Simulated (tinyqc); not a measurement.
## MOSFET in saturation, small-signal circuit and noise: effect of the inversion coefficient on speed and noise

Bias by the inversion coefficient IC = I/Ispec (charge-based model with velocity saturation; weak inversion below 0.1, strong above 10). Common-source circuit: gm, gds, Cgs, Cgd and Cj at the inner nodes, Rg in series with the gate; quasi-static, no source or drain resistance, no gate-body capacitance, no substrate network, no induced gate noise, so fmax is an upper estimate.

Ispec = 2 n mu Cox (W/L) Vt^2, lc = Ls/L, gms = [sqrt((lc IC + 1)^2 + 4 IC) - 1]/[2 + lc (lc IC + 1)], gm = gms Ispec/(n Vt), gds = sg gm. qs = [sqrt(1 + 4 IC) - 1]/2, Cgs = Cox W L qs (2 qs + 3)/(3 (qs + 1)^2) + Cov W, Cgd = Cov W, Cd = Cj W, Rg = Rsh (Wf/L)/(12 Nf) + Rc/W with Nf = W/Wf fingers (not rounded) contacted at both ends. fT = gm/(2 pi (Cgs + Cgd)), fmax = fT/(2 sqrt(Rg (gds + 2 pi fT Cgd))). Channel noise Sid = 4 kB T gam n gm with gam = (1/2 + (2/3) qs)/(1 + qs) + gw lc IC, qs = [sqrt(1 + 4 IC) - 1]/2, lc = Ls/L (the last term an empirical rise with velocity saturation); at the gate, white noise Sw = Sid/gm^2 + 4 kB T Rg. Number fluctuation with correlated mobility: S(f) = K/f, K = q^2 Vt lt Nt/(W L Cox^2) (1 + ac mu Cox I/gm)^2, Vt in eV with Nt per eV. Corner fc = K/Sw. IC is held fixed.

Values chosen for this exercise:
- T = 300 K (temperature)
- L = 130 nm (gate length)
- W = 5 um (total gate width)
- Cox = 1.99 uF/cm^2 (gate capacitance)
- mu = 140 cm^2/(V s) (mobility)
- n = 1.31 (slope factor)
- Ls = 15 nm (velocity-saturation length)
- sg = 0.037 (ratio gds/gm)
- Cov = 0.41 fF/um (overlap and fringe capacitance per side)
- Cj = 0.4 fF/um (drain junction capacitance)
- Rsh = 5 ohm (sheet resistance of the gate)
- Wf = 2 um (finger width)
- Rc = 100 ohm um (gate contact and vertical resistance)
- gw = 0.08 (short-channel excess of the noise factor)
- Nt = 6.6e17 cm^-3 eV^-1 (oxide trap density)
- lt = 0.1 nm (tunnelling length into the oxide)
- ac = 0 V s/C (Coulomb scattering coefficient)

Constants: q = 1.602176634e-19 C, kB = 1.380649e-23 J/K, Vt = kB T/q. Results are converted to the units shown.

The same in every row: Rg (ohm) = 22.564.

Result of one run:
```
IC	I (uA)	fT (GHz)	fmax (GHz)	sqrt(Sw) (nV/Hz^0.5)	fc (MHz)
0.3	5.6288	3.2670	50.170	9.3837	1.9324
```

What becomes of these results when the inversion coefficient IC is changed from 0.3 to 0.1, all else the same?

Result of the changed run:
```
IC	I (uA)	fT (GHz)	fmax (GHz)	sqrt(Sw) (nV/Hz^0.5)	fc (MHz)
0.1	1.8763	1.5594	35.032	14.887	0.76777
```

The whole series:
```
IC	I (uA)	fT (GHz)	fmax (GHz)	sqrt(Sw) (nV/Hz^0.5)	fc (MHz)
0.03	0.56288	0.57497	21.394	26.080	0.25016
0.1	1.8763	1.5594	35.032	14.887	0.76777
0.3	5.6288	3.2670	50.170	9.3837	1.9324
1	18.763	6.3525	68.877	6.1162	4.5486
3	56.288	11.071	89.792	4.4392	8.6344
10	187.63	19.815	119.03	3.3828	14.869
30	562.88	31.945	150.42	2.9506	19.544
```

As IC goes from 0.03 to 30, fT rises from 0.575 to 31.9 GHz, fmax rises from 21.4 to 150 GHz, the white noise falls from 26.1 to 2.95 nV/Hz^0.5 and the corner rises from 0.250 to 19.5 MHz. In every row fmax exceeds 4 fT, where channel resistance and substrate losses, left out here, would cap it.

Program tinyqc, `OMP_NUM_THREADS=1 python tinyqc.py 2150146 2150147 out.jsonl`; Intel Xeon 2.30GHz, shared host, one thread, about 0.01 s.
